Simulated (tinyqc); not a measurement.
Implant damage, amorphisation by cascade overlap, and solid-phase epitaxial regrowth: one step, computed by the program tinyqc.

Range and width of the damage are inputs. Dynamic annealing enters only through the surviving share f.

Problem. Isothermal regrowth. v = v0 x orientation factor x exp(-E_a/(k_B T)) x [1 + (enhancement - 1) exp(-(z - R_d)^2/(2 s_d^2))], T = anneal temperature + 273.15 K; the dopant is taken to follow the damage profile; the lower front moves from the lower edge z2 to the surface, or to the middle (z1 + z2)/2 of a buried layer with upper edge z1; time = int dz/v; the equivalent undoped distance is that time times the undoped velocity.

Inputs (values chosen for the exercise, modelled on arsenic ions in germanium):

| quantity | value | unit |
|---|---|---|
| depth of the damage peak R_d | 29 | nm |
| width of the damage profile s_d | 19 | nm |
| regrowth prefactor v0 | 2.6e+16 | nm/s |
| regrowth energy E_a | 2.13 | eV |
| anneal temperature | 487 | C |
| rate relative to (100) | 1 | - |
| peak enhancement by the dopant | 7.4 | - |

lower edge = 77.42874 nm

upper edge = 0 nm

Constants: k_B = 8.617333262e-05 eV/K.

Give: undoped velocity; distance to regrow; time without enhancement; equivalent undoped distance; time with enhancement.

Solution.

undoped velocity = 196.4 nm/s

distance to regrow = 77.43 nm

time without enhancement = 0.3943 s

equivalent undoped distance = 22.06 nm

time with enhancement = 0.1123 s

The rate doubles for each 16 K or so near this temperature.
